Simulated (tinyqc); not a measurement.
Inside a calculation. Model: strain, valley repopulation and piezoresistance in a many-valley conduction band. Computed by tinyqc, a small Python program that keeps every step. Command: `OMP_NUM_THREADS=1 python tinyqc.py 3022298 3022299 out.jsonl valleys walk`. One thread of a shared host (Intel(R) Xeon(R) Processor @ 2.30GHz), about 0.03 s of CPU time with the checks. Intermediate numbers are printed to about 7 digits and carried at full precision; extremes and crossings named in words are read from the listed rows.

Valleys are ellipsoids with mass m_l along the axis a and m_t across it, parabolic, with one constant relaxation time; strain shifts the valleys and leaves the masses alone. Currents are taken along [111], along the load, and along [1-10], across the load.

Inputs (values chosen for the exercise, modelled on germanium):
```
quantity                               value    unit
longitudinal mass m_l                   1.55     m_0
transverse mass m_t                   0.0813     m_0
shear deformation potential Xi_u          16      eV
dilation deformation potential Xi_d     -4.4      eV
C11                                      128     GPa
C12                                     47.9     GPa
C44                                     66.7     GPa
stress X (tension positive)            -1100     MPa
electron density n                   4.8e+15  1/cm^3
relaxation time tau                       51      fs
temperature T                            100       K
```

Valley axes: <111> (4 valleys). Load: uniaxial [111].

Constants: k_B = 8.617333262e-05 eV/K; m_0 = 9.1093837015e-31 kg; k_B = 1.380649e-23 J/K; hbar = 1.054571817e-34 J s; e = 1.602176634e-19 C.

## Strain

Compliances S11 = (C11 + C12)/((C11 - C12)(C11 + 2 C12)), S12 = -C12/((C11 - C12)(C11 + 2 C12)), S44 = 1/C44; stress sigma_ij = X n_i n_j for the unit vector n of the load; e_xx = S11 sigma_xx + S12 (sigma_yy + sigma_zz), e_xy = S44 sigma_xy/2 (tensor strain).

strain tensor (%):
```
            x           y           z
x  -0.1638368  -0.2748626  -0.2748626
y  -0.2748626  -0.1638368  -0.2748626
z  -0.2748626  -0.2748626  -0.1638368
```

## Valley shifts

Herring-Vogt shift of a valley with unit axis a: dE = Xi_d tr(e) + Xi_u a.e.a.

shifts dE (meV): [111] -92.54345, [-111] 24.73124, [1-11] 24.73124, [11-1] 24.73124

splitting (highest minus lowest) = 117.2747 meV

Lowest: [111]; the splitting is 13.6 k_B T.

## Populations

Each of the 4 valleys holds n_v = N_v (2/sqrt(pi)) F_1/2((E_F - dE_v)/(k_B T)), N_v = 2 (m_d k_B T/(2 pi hbar^2))^(3/2), m_d = (m_l m_t^2)^(1/3); E_F solves sum n_v = n and is counted from the unstrained edge. F_j(eta) = int_0^infinity x^j/(1 + exp(x - eta)) dx, without a gamma-function factor. It is evaluated after integrating by parts. Integrals over x = E/(k_B T) use 160 Gauss-Legendre points in u = sqrt(x) from 0 to sqrt(max(eta, 0) + 32).

Fermi level E_F = -132.3547 meV

share of the electrons: [111] 0.9999963, [-111] 0.0000012, [1-11] 0.0000012, [11-1] 0.0000012

## Mobility tensor and resistance change

Mobility tensor mu = e tau sum_v (n_v/n) [1/m_t + (1/m_l - 1/m_t) a a^T]; unstrained mu_0 = e tau (1/m_l + 2/m_t)/3; resistivity along d from the inverse tensor, rho_d = d.mu^-1.d/(n e), mobility along d = 1/(d.mu^-1.d); gauge pi_d = (rho_d/rho_0 - 1)/X.

mobility tensor (cm^2/(V s)):
```
           x          y          z
x   754.8362  -348.4809  -348.4809
y  -348.4809   754.8362  -348.4809
z  -348.4809  -348.4809   754.8362
```

unstrained mobility mu_0 = 754.8362 cm^2/(V s)

mobility along the first direction = 57.87429 cm^2/(V s)

mobility along the second direction = 1103.317 cm^2/(V s)

resistance change along the first direction = 1204.269 %

resistance change along the second direction = -31.58484 %

The mobility lies between e tau/m_l = 57.9 and e tau/m_t = 1100; the trace stays at 3 mu_0. Along the first direction the filled valleys present more of their heavy mass.

## Linear piezoresistance coefficients

With eta_0 the reduced Fermi level without strain, r = F_-1/2(eta_0)/(2 F_1/2(eta_0)) (1 for a classical gas) and c = r (Xi_u/k_B T) (m_l - m_t)/(2 m_l + m_t): pi44 = -c S44/3, pi11 = pi12 = 0.

eta_0 = -6.008799

degeneracy factor r = 0.9991329

pi11 = 0 1e-11/Pa

pi12 = 0 1e-11/Pa

pi44 = -428.0078 1e-11/Pa

The gas is classical, so the coefficients follow 1/T.

## Full result against the linear law

Linear theory: pi_l = (pi11 + 2 pi12 + 2 pi44)/3, pi_t = (pi11 + 2 pi12 - pi44)/3.

Resistance changes (%); at 2000 MPa the strain is near or above 1 %, where band warping, left out here, matters:
```
X (MPa)  splitting (meV)  largest share  first direction     linear  second direction     linear
-2000           213.2267      1.0000000         1204.346   570.6771         -31.58495  -285.3386
-1000           106.6134      0.9999872         1204.079   285.3386         -31.58458  -142.6693
-400             42.6453      0.9790983          876.571   114.1354         -30.97738   -57.0677
-150             15.9920      0.6803087          112.656    42.8008         -20.94105   -21.4004
-50               5.3307      0.3821045           19.422    14.2669          -7.52023    -7.1335
50                5.3307      0.2825703          -10.738   -14.2669           6.39955     7.1335
150              15.9920      0.3168092          -19.791   -42.8008          14.07378    21.4004
400              42.6453      0.3325463          -23.364  -114.1354          17.98512    57.0677
1000            106.6134      0.3333329          -23.534  -285.3386          18.18766   142.6693
2000            213.2267      0.3333333          -23.534  -570.6771          18.18778   285.3386
```

Along the first direction the linear law misses by more than 10 % at every stress listed, since the splitting is not small against k_B T.

Checks made by the program: trace of the tensor against 3 mu_0 (relative difference below 1e-10); linear coefficients against the full calculation at 0.01 MPa (relative difference 6e-05).
